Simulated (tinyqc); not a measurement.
# Schottky barrier on an n-type semiconductor, non-linear Poisson equation by Newton steps, step by step

Computed by the program tinyqc: `OMP_NUM_THREADS=1 python tinyqc.py 2020103 2020104 out.jsonl`, one thread of a shared Intel Xeon 2.30GHz, about 0.04 s for the whole run. Printed values are rounded; ~0 in a residual or rate marks an entry under 1e-11 of the largest of its column.

One dimension, metal at x = 0, donor density C(x) = Nd, uniform. Energies are counted from the electron Fermi level of the semiconductor and the conduction-band edge is Ec = -psi, so n = Nc exp(psi/Vt); holes follow the Fermi level of the metal, at -V, so p = Nv exp((V - psi - Eg)/Vt). Ends: psi(0) = V - phiB and psi = Vt ln(Nd/Nc) deep inside. Boltzmann statistics, full ionisation, no current, no image force in the Poisson equation.

Inputs (values chosen for the exercise); band and dielectric values those of a made-up semiconductor:
- T = 450 K (temperature)
- Eg = 1.7 eV (band gap)
- eps_r = 11.2 (relative permittivity)
- Nc = 4.12e19 cm^-3 (conduction-band density of states at T)
- Nv = 2.7e19 cm^-3 (valence-band density of states at T)
- Nd = 3.6e15 cm^-3 (donor density deep in the semiconductor)
- phiB = 1.21 eV (barrier height)
- V = -2.2 V (bias of the metal against the semiconductor)

Constants: q = 1.602176634e-19 C, kB = 1.380649e-23 J/K, Vt = kB T/q, eps0 = 8.8541878128e-14 F/cm where lengths are in cm. Results are converted to the units shown.

## End potentials, built-in voltage, Debye length

psi_0 = V - phiB, psi_b = Vt ln(Nd/Nc), Vbi = phiB - Vt ln(Nc/Nd), LD = sqrt(eps0 eps_r Vt/(q Nd)), W = sqrt(2 eps0 eps_r (Vbi - V)/(q Nd)), hole density at the metal p_0 = Nv exp((phiB - Eg)/Vt).

psi_0 = -3.41 V
psi_b = -0.362390 V
Vbi = 0.847610 V
LD = 81.6525 nm
W for uniform Nd = 1023.70 nm
p_0 = 8.78224e13 cm^-3

The hole density at the metal is 0.024 times Nd, so holes hardly matter.

## Doping on the mesh

| node | x (nm) |
|---|---|
| 0 | 0 |
| 1 | 71 |
| 2 | 156 |
| 3 | 257 |
| 4 | 378 |
| 5 | 522 |
| 6 | 695 |
| 7 | 901 |
| 8 | 1150 |
| 9 | 1440 |
| 10 | 1790 |
| 11 | 2210 |

C = Nd, uniform, taken at the nodes.

| node | donor density C (cm^-3) |
|---|---|
| 0 | 3.6e15 |
| 1 | 3.6e15 |
| 2 | 3.6e15 |
| 3 | 3.6e15 |
| 4 | 3.6e15 |
| 5 | 3.6e15 |
| 6 | 3.6e15 |
| 7 | 3.6e15 |
| 8 | 3.6e15 |
| 9 | 3.6e15 |
| 10 | 3.6e15 |
| 11 | 3.6e15 |

## Couplings between neighbouring nodes

a_i = eps0 eps_r/h_i for the interval from node i to i + 1, with h_i = x_(i+1) - x_i in cm.

| interval | coupling a_i (F/cm^2) |
|---|---|
| 0 | 1.39672e-7 |
| 1 | 1.16667e-7 |
| 2 | 9.81851e-8 |
| 3 | 8.19561e-8 |
| 4 | 6.88659e-8 |
| 5 | 5.73219e-8 |
| 6 | 4.81393e-8 |
| 7 | 3.98261e-8 |
| 8 | 3.41955e-8 |
| 9 | 2.83334e-8 |
| 10 | 2.36112e-8 |

## Starting potential

The parabola psi_b - (psi_b - psi_0)(1 - x/W)^2 for x < W and psi_b beyond, with psi_0 = V - phiB, psi_b = Vt ln(Nd/Nc), W = sqrt(2 eps0 eps_r (psi_b - psi_0)/(q Nd)).

| node | psi at the start (V) |
|---|---|
| 0 | -3.41000 |
| 1 | -3.00192 |
| 2 | -2.55193 |
| 3 | -2.07187 |
| 4 | -1.57487 |
| 5 | -1.09437 |
| 6 | -0.67659 |
| 7 | -0.40617 |
| 8 | -0.36239 |
| 9 | -0.36239 |
| 10 | -0.36239 |
| 11 | -0.36239 |

## Iteration 1: densities, residual and Jacobian diagonal

n_i = Nc exp(psi_i/Vt), p_i = Nv exp((V - psi_i - Eg)/Vt), rho_i = p_i - n_i + C_i, g_i = (n_i + p_i)/Vt. Box widths w_i = (h_(i-1) + h_i)/2 in cm. Residual F_i = a_i (psi_(i+1) - psi_i) - a_(i-1) (psi_i - psi_(i-1)) + q rho_i w_i; Jacobian: a_(i-1) and a_i beside the diagonal, b_i = -a_(i-1) - a_i - q g_i w_i on it. The two end nodes are fixed.

| node | n (cm^-3) | p (cm^-3) |
|---|---|---|
| 0 | 2.65814e-19 | 8.78224e13 |
| 1 | 9.88333e-15 | 2.36200e9 |
| 2 | 1.08279e-9 | 21559.6 |
| 3 | 2.57612e-4 | 0.0906186 |
| 4 | 94.8717 | 2.46063e-7 |
| 5 | 2.28284e7 | 1.02260e-12 |
| 6 | 1.08993e12 | 2.14183e-17 |
| 7 | 1.16406e15 | 2.00543e-20 |
| 8 | 3.6e15 | 6.48457e-21 |
| 9 | 3.6e15 | 6.48457e-21 |
| 10 | 3.6e15 | 6.48457e-21 |
| 11 | 3.6e15 | 6.48457e-21 |

| node | residual F (C/cm^2) | diagonal b (F/cm^2) |
|---|---|---|
| 1 | 2.95179e-15 | -2.56339e-7 |
| 2 | 3.21459e-20 | -2.14852e-7 |
| 3 | ~0 | -1.80141e-7 |
| 4 | ~0 | -1.50822e-7 |
| 5 | -5.79717e-17 | -1.26188e-7 |
| 6 | -3.30916e-12 | -1.05547e-7 |
| 7 | -2.39534e-9 | -1.97382e-7 |
| 8 | -1.74363e-9 | -4.74876e-7 |
| 9 | ~0 | -5.38497e-7 |
| 10 | ~0 | -6.24593e-7 |

## Iteration 1: Newton step

Solve the tridiagonal system a_(i-1) d_(i-1) + b_i d_i + a_i d_(i+1) = -F_i for nodes 1 to 10, with d = 0 on fixed nodes. Each component d is damped to sign(d) Vt ln(1 + |d|/Vt) before it is added.

| node | Newton step d, before damping (V) |
|---|---|
| 1 | -0.0012814 |
| 2 | -0.0028155 |
| 3 | -0.0046383 |
| 4 | -0.0068221 |
| 5 | -0.0094210 |
| 6 | -0.0125433 |
| 7 | -0.0162147 |
| 8 | -0.0050548 |
| 9 | -0.0003218 |
| 10 | -0.0000146 |

| node | psi after iteration 1 (V) |
|---|---|
| 0 | -3.41000 |
| 1 | -3.00318 |
| 2 | -2.55465 |
| 3 | -2.07625 |
| 4 | -1.58115 |
| 5 | -1.10281 |
| 6 | -0.68746 |
| 7 | -0.41972 |
| 8 | -0.36714 |
| 9 | -0.36271 |
| 10 | -0.36241 |
| 11 | -0.36239 |

## Iteration 2: densities, residual and Jacobian diagonal

As before.

| node | n (cm^-3) | p (cm^-3) |
|---|---|---|
| 0 | 2.65814e-19 | 8.78224e13 |
| 1 | 9.56719e-15 | 2.44005e9 |
| 2 | 1.00949e-9 | 23124.9 |
| 3 | 2.30090e-4 | 0.101458 |
| 4 | 80.6782 | 2.89352e-7 |
| 5 | 1.83664e7 | 1.27104e-12 |
| 6 | 8.23541e11 | 2.83464e-17 |
| 7 | 8.20836e14 | 2.84398e-20 |
| 8 | 3.18485e15 | 7.32984e-21 |
| 9 | 3.57038e15 | 6.53837e-21 |
| 10 | 3.59865e15 | 6.48701e-21 |
| 11 | 3.6e15 | 6.48457e-21 |

| node | residual F (C/cm^2) | diagonal b (F/cm^2) |
|---|---|---|
| 1 | 6.06650e-12 | -2.56339e-7 |
| 2 | 6.70790e-12 | -2.14852e-7 |
| 3 | 7.34316e-12 | -1.80141e-7 |
| 4 | 7.94430e-12 | -1.50822e-7 |
| 5 | 8.49930e-12 | -1.26188e-7 |
| 6 | 8.04008e-12 | -1.05526e-7 |
| 7 | -6.65031e-10 | -1.65120e-7 |
| 8 | -1.49831e-10 | -4.28649e-7 |
| 9 | 9.03027e-12 | -5.34580e-7 |
| 10 | 3.43260e-14 | -6.24378e-7 |

## Iteration 2: Newton step

As before.

| node | Newton step d, before damping (1e-3 V) |
|---|---|
| 1 | -0.22943 |
| 2 | -0.55610 |
| 3 | -1.01258 |
| 4 | -1.64905 |
| 5 | -2.52186 |
| 6 | -3.71871 |
| 7 | -5.31587 |
| 8 | -0.84642 |
| 9 | -0.03734 |
| 10 | -0.00164 |

| node | psi after iteration 2 (V) |
|---|---|
| 0 | -3.41000 |
| 1 | -3.00341 |
| 2 | -2.55520 |
| 3 | -2.07725 |
| 4 | -1.58277 |
| 5 | -1.10525 |
| 6 | -0.69101 |
| 7 | -0.42470 |
| 8 | -0.36798 |
| 9 | -0.36275 |
| 10 | -0.36241 |
| 11 | -0.36239 |

## Iteration 3: densities, residual and Jacobian diagonal

As before.

| node | n (cm^-3) | p (cm^-3) |
|---|---|---|
| 0 | 2.65814e-19 | 8.78224e13 |
| 1 | 9.51092e-15 | 2.45449e9 |
| 2 | 9.95222e-10 | 23456.5 |
| 3 | 2.24235e-4 | 0.104107 |
| 4 | 77.3873 | 3.01657e-7 |
| 5 | 1.72449e7 | 1.35370e-12 |
| 6 | 7.51476e11 | 3.10648e-17 |
| 7 | 7.21877e14 | 3.23385e-20 |
| 8 | 3.11682e15 | 7.48983e-21 |
| 9 | 3.56694e15 | 6.54467e-21 |
| 10 | 3.59849e15 | 6.48728e-21 |
| 11 | 3.6e15 | 6.48457e-21 |

| node | residual F (C/cm^2) | diagonal b (F/cm^2) |
|---|---|---|
| 1 | 2.87500e-13 | -2.56339e-7 |
| 2 | 5.06149e-13 | -2.14852e-7 |
| 3 | 8.41623e-13 | -1.80141e-7 |
| 4 | 1.33567e-12 | -1.50822e-7 |
| 5 | 2.03961e-12 | -1.26188e-7 |
| 6 | 2.88827e-12 | -1.05520e-7 |
| 7 | -7.04057e-11 | -1.55818e-7 |
| 8 | 6.22266e-12 | -4.21074e-7 |
| 9 | 2.93284e-13 | -5.34126e-7 |
| 10 | 4.67507e-16 | -6.24354e-7 |

## Iteration 3: Newton step

As before.

| node | Newton step d, before damping (1e-4 V) |
|---|---|
| 1 | -0.19251 |
| 2 | -0.44762 |
| 3 | -0.80230 |
| 4 | -1.32991 |
| 5 | -2.15176 |
| 6 | -3.49494 |
| 7 | -5.69859 |
| 8 | -0.39280 |
| 9 | -0.01970 |
| 10 | -0.00089 |

| node | psi after iteration 3 (V) |
|---|---|
| 0 | -3.41000 |
| 1 | -3.00343 |
| 2 | -2.55524 |
| 3 | -2.07733 |
| 4 | -1.58290 |
| 5 | -1.10546 |
| 6 | -0.69136 |
| 7 | -0.42527 |
| 8 | -0.36802 |
| 9 | -0.36275 |
| 10 | -0.36241 |
| 11 | -0.36239 |

## Course of the Newton iteration

Stop when the largest undamped |d| is below 1e-9 V, or after 80 iterations.

Course of the iteration:

| iteration | largest \|F\| (C/cm^2) | largest \|d\| (V) | at node |
|---|---|---|---|
| 1 | 2.40e-9 | 0.0162 | 7 |
| 2 | 6.65e-10 | 5.32e-3 | 7 |
| 3 | 7.04e-11 | 5.70e-4 | 7 |
| 4 | 8.49e-13 | 6.63e-6 | 7 |
| 5 | 1.18e-16 | 9.01e-10 | 7 |

Converged in 5 iterations. Once the step is below 0.1 Vt, 2 more iteration(s) reach the threshold: near the solution the error is roughly squared each time.

## Converged densities, field and barrier lowering

| node | converged psi (V) |
|---|---|
| 0 | -3.41000 |
| 1 | -3.00343 |
| 2 | -2.55524 |
| 3 | -2.07733 |
| 4 | -1.58290 |
| 5 | -1.10546 |
| 6 | -0.69136 |
| 7 | -0.42527 |
| 8 | -0.36802 |
| 9 | -0.36275 |
| 10 | -0.36241 |
| 11 | -0.36239 |

n and p as above; E_i = -(psi_(i+1) - psi_i)/h_i; at the metal |E_0| = |E on interval 0| + q rho_0 (h_0/2)/(eps0 eps_r), rho_0 = p_0 - n_0 + C_0; image-force lowering dphi = sqrt(q |E_0|/(4 pi eps0 eps_r)).

| node | n (cm^-3) | p (cm^-3) |
|---|---|---|
| 0 | 2.65814e-19 | 8.78224e13 |
| 1 | 9.50615e-15 | 2.45572e9 |
| 2 | 9.94063e-10 | 23483.9 |
| 3 | 2.23768e-4 | 0.104324 |
| 4 | 77.1203 | 3.02702e-7 |
| 5 | 1.71488e7 | 1.36128e-12 |
| 6 | 7.44697e11 | 3.13476e-17 |
| 7 | 7.11301e14 | 3.28194e-20 |
| 8 | 3.11364e15 | 7.49747e-21 |
| 9 | 3.56676e15 | 6.54500e-21 |
| 10 | 3.59849e15 | 6.48730e-21 |
| 11 | 3.6e15 | 6.48457e-21 |

| interval | field E (kV/cm) |
|---|---|
| 0 | -57.2639 |
| 1 | -52.7272 |
| 2 | -47.3181 |
| 3 | -40.8620 |
| 4 | -33.1554 |
| 5 | -23.9366 |
| 6 | -12.9170 |
| 7 | -2.2994 |
| 8 | -0.1817 |
| 9 | -0.0098 |
| 10 | -0.0004 |

|E_0| at the metal = 59.3791 kV/cm
image-force lowering = 27.6302 mV

A mesh of about 1000 nodes or more gives |E_0| = 59.17 kV/cm; the 12-node value is 0.35 % above it.

## Check against the first integral

First integral for uniform doping: E_0^2 = (2 q/(eps0 eps_r)) [Nd (U - Vt + Vt exp(-U/Vt)) + Vt p_0], U = Vbi - V, Vbi = phiB - Vt ln(Nc/Nd), p_0 = Nv exp((phiB - Eg)/Vt) (deep holes neglected). Image-force lowering dphi = sqrt(q E_0/(4 pi eps0 eps_r)), at x_m = sqrt(q/(16 pi eps0 eps_r E_0)). Depletion approximation: E = sqrt(2 q Nd U/(eps0 eps_r)).

E_0 = 59.1705 kV/cm
dphi = 27.5816 mV
x_m = 2.33069 nm
field in the depletion approximation = 59.5412 kV/cm

The depletion approximation is 0.63 % above the exact field. The lowering is 0.71 Vt, a factor of 2.04 in a thermionic current.
